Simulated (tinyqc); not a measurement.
Worked calculation: CID on RHF in the sto-3g basis, for H3+, spin multiplicity 1. Computed by tinyqc, a small Python program that keeps every step (integrals from PySCF). Settings: charge = 1, multiplicity = 1, basis = sto-3g, method = RHF, energy threshold = 1e-10, iteration cap = 86, orthogonalisation = symmetric, start = core, DIIS depth = 6, ci = CID, davidson = 1. Command: `OMP_NUM_THREADS=1 python tinyqc.py 20957 20958 out.jsonl` (the two numbers bound the seeds that draw the settings). One thread of a shared host (Intel(R) Xeon(R) Processor @ 2.60GHz), about 0.06 s of CPU time with the checks. The early iterations of the SCF are left out here.

## One-electron integrals

Geometry (angstrom):

| atom | x | y | z |
|---|---|---|---|
| H | 0.000000 | 0.000000 | 0.000000 |
| H | 0.000000 | 0.000000 | 1.305000 |
| H | 0.000000 | 1.251000 | 0.371000 |

Basis sto-3g: exponents (1/bohr^2) and contraction coefficients of normalised primitives:

| element | l (shell) | exponent | coefficient |
|---|---|---|---|
| H | s (1) | 3.425251 | 0.154329 |
| H | s (1) | 0.623914 | 0.535328 |
| H | s (1) | 0.168855 | 0.444635 |

Overlap, kinetic and nuclear-attraction integrals over the contracted functions; the nuclear repulsion is the sum of Za Zb / Rab.

nuclear repulsion = 1.14999978 hartree

overlap S:
```
          1H 1s     2H 1s     3H 1s
1H 1s  1.000000  0.336789  0.336855
2H 1s  0.336789  1.000000  0.235065
3H 1s  0.336855  0.235065  1.000000
```

kinetic energy T (hartree):
```
          1H 1s     2H 1s     3H 1s
1H 1s  0.760032  0.032936  0.032960
2H 1s  0.032936  0.760032  0.004941
3H 1s  0.032960  0.004941  0.760032
```

nuclear attraction V (hartree):
```
           1H 1s      2H 1s      3H 1s
1H 1s  -2.030245  -0.604757  -0.604895
2H 1s  -0.604757  -1.966311  -0.406434
3H 1s  -0.604895  -0.406434  -1.966354
```

core Hamiltonian H = T + V (hartree):
```
           1H 1s      2H 1s      3H 1s
1H 1s  -1.270213  -0.571821  -0.571935
2H 1s  -0.571821  -1.206279  -0.401493
3H 1s  -0.571935  -0.401493  -1.206322
```

## Two-electron integrals

Functions are numbered as in S; the eight-fold symmetry (ij|kl) = (ji|kl) = (kl|ij) leaves the list below.

Two-electron integrals (ij|kl) in chemists' order, unique and non-zero (hartree):
```
(11|11) 0.774606   (21|11) 0.191166   (21|21) 0.067349   (22|11) 0.390279
(22|21) 0.191166   (22|22) 0.774606   (31|11) 0.191212   (31|21) 0.055466
(31|22) 0.129034   (31|31) 0.067378   (32|11) 0.101588   (32|21) 0.039769
(32|22) 0.123876   (32|31) 0.039776   (32|32) 0.030946   (33|11) 0.390315
(33|21) 0.129016   (33|22) 0.333500   (33|31) 0.191212   (33|32) 0.123876
(33|33) 0.774606
```

## Orthogonalisation

S = U s U^T; symmetric (Loewdin) form X = U s^(-1/2) U^T, so that X^T S X = 1.

eigenvalues of S: 0.626908  0.764935  1.608157

X:
```
           1H 1s      2H 1s      3H 1s
1H 1s   1.082599  -0.162826  -0.162873
2H 1s  -0.162826   1.056150  -0.087212
3H 1s  -0.162873  -0.087212   1.056170
```

## Starting guess

The start is the orbitals of the core Hamiltonian; D = 2 C_occ C_occ^T.

D at the start:
```
          1H 1s     2H 1s     3H 1s
1H 1s  0.612540  0.442783  0.442898
2H 1s  0.442783  0.320072  0.320156
3H 1s  0.442898  0.320156  0.320239
```

## Iteration 5 (converged): orbitals

converged F (hartree):
```
           1H 1s      2H 1s      3H 1s
1H 1s  -0.591674  -0.476149  -0.476223
2H 1s  -0.476149  -0.543080  -0.368307
3H 1s  -0.476223  -0.368307  -0.543107
```

Diagonalise F' = X^T F X, C = X C', fill 1 alpha and 1 beta electrons from the bottom; D = 2 C_occ C_occ^T. Each column has its largest component positive (the first on a tie).

F' = X^T F X (hartree):
```
           1          2          3
1  -0.405986  -0.276612  -0.276673
2  -0.276612  -0.407507  -0.179003
3  -0.276673  -0.179003  -0.407495
```

orbital energies (hartree): MO1 -0.897753, MO2 -0.228499, MO3 -0.094737

coefficients C:
```
            MO1        MO2        MO3
1H 1s  0.493773  -0.000231   0.990580
2H 1s  0.434766   0.808650  -0.553746
3H 1s  0.434802  -0.808323  -0.554248
```

D after iteration 5:
```
          1H 1s     2H 1s     3H 1s
1H 1s  0.487623  0.429351  0.429387
2H 1s  0.429351  0.378043  0.378074
3H 1s  0.429387  0.378074  0.378106
```

## Convergence

Stop when the energy changes by less than 1e-10 hartree and every element of the error matrix X^T (F D S - S D F) X is below 3e-06.

Course of the cycle:

| iteration | E (hartree) | change | largest element of the error matrix |
|---|---|---|---|
| 1 | -1.15081713 | - | 6.48e-02 |
| 2 | -1.15637547 | -5.56e-03 | 4.68e-03 |
| 3 | -1.15640498 | -2.95e-05 | 3.22e-05 |
| 4 | -1.15640498 | -1.40e-09 | 1.32e-06 |
| 5 | -1.15640498 | -1.59e-12 | 7.44e-07 |

PySCF RHF in the same basis = -1.15640498 hartree

Converged in 5 iterations.

## Populations, bond orders and dipole

Mulliken: Z minus the diagonal of D S on the atom; Loewdin: the same with S^(1/2) D S^(1/2); Mayer order: 2 sum_s sum (D(s) S)_ij (D(s) S)_ji over the two atoms.

Charges (e):

| atom | Mulliken | Loewdin |
|---|---|---|
| 1H | 0.223135 | 0.224799 |
| 2H | 0.388484 | 0.387652 |
| 3H | 0.388381 | 0.387548 |

Mayer bond orders:

| pair | order |
|---|---|
| 2-1 | 0.475065 |
| 3-1 | 0.475146 |
| 3-2 | 0.374015 |

dipole moment about the origin, x y z (debye): 0.000000  2.333706  3.127181

## Integrals over molecular orbitals

(pq|rs) = sum C_ip C_jq C_kr C_ls (ij|kl), one index at a time.

one-electron integrals over orbitals h = C^T H C (hartree):
```
           1          2          3
1  -1.408652   0.000022  -0.026483
2   0.000022  -1.052125  -0.000004
3  -0.026483  -0.000004  -0.977963
```

Two-electron integrals over orbitals (pq|rs), unique and non-zero (hartree):
```
(11|11) 0.510899    (21|11) -0.000022   (21|21) 0.147696    (22|11) 0.485661
(22|21) 0.000098    (22|22) 0.576367    (31|11) 0.026483    (31|21) 1.93e-06
(31|22) -0.095391   (31|31) 0.151092    (32|11) 3.02e-06    (32|21) -0.118521
(32|22) -0.000030   (32|31) -0.000084   (32|32) 0.103051    (33|11) 0.517159
(33|21) -0.000101   (33|22) 0.444800    (33|31) 0.101932    (33|32) 0.000028
(33|33) 0.585795
```

## CID: determinants and Hamiltonian

Hartree-Fock energy = -1.15640498 hartree

Slater-Condon rules over spin orbitals, with the nuclear repulsion added and E(HF) subtracted on the diagonal. Only determinants linked to the reference directly or through others are kept (one block of an abelian symmetry group), so some states are absent.

Occupation strings over the orbitals (2 doubly, a alpha, b beta, 0 empty; spin orbitals ordered 1a 1b 2a 2b ...): 200 020 0ab 0ba 002

H - E(HF) between determinants (hartree):
```
           200        020        0ab        0ba        002
200   0.000000   0.147696   0.000002  -0.000002   0.151092
020   0.147696   0.778522  -0.000034   0.000034   0.103051
0ab   0.000002  -0.000034   0.721117  -0.103051   0.000024
0ba  -0.000002   0.000034  -0.103051   0.721117  -0.000024
002   0.151092   0.103051   0.000024  -0.000024   0.936274
```

## CID: roots

Diagonalise (each vector has its largest component positive (the first on a tie)); all determinants have Ms = 0, so triplets appear too. The lowest singlet root is the correlation energy.

lowest roots of this matrix, relative to E(HF) (hartree): -0.044664  0.618066  0.732444  0.824168  1.027016

lowest vectors:
```
        root 1    root 2     root 3     root 4
200   0.978187  0.000000   0.073224  -0.000047
020  -0.158732  0.000000   0.867129  -0.000576
0ab  -0.000005  0.707107   0.000455   0.707107
0ba   0.000005  0.707107  -0.000455  -0.707107
002  -0.133993  0.000000  -0.492672   0.000286
```

<S^2> of these roots: 0.000000  2.000000  0.000000  0.000000  0.000000

weight of the ground state by excitation level 0, 1, 2, ...: 0.956850  0.000000  0.043150
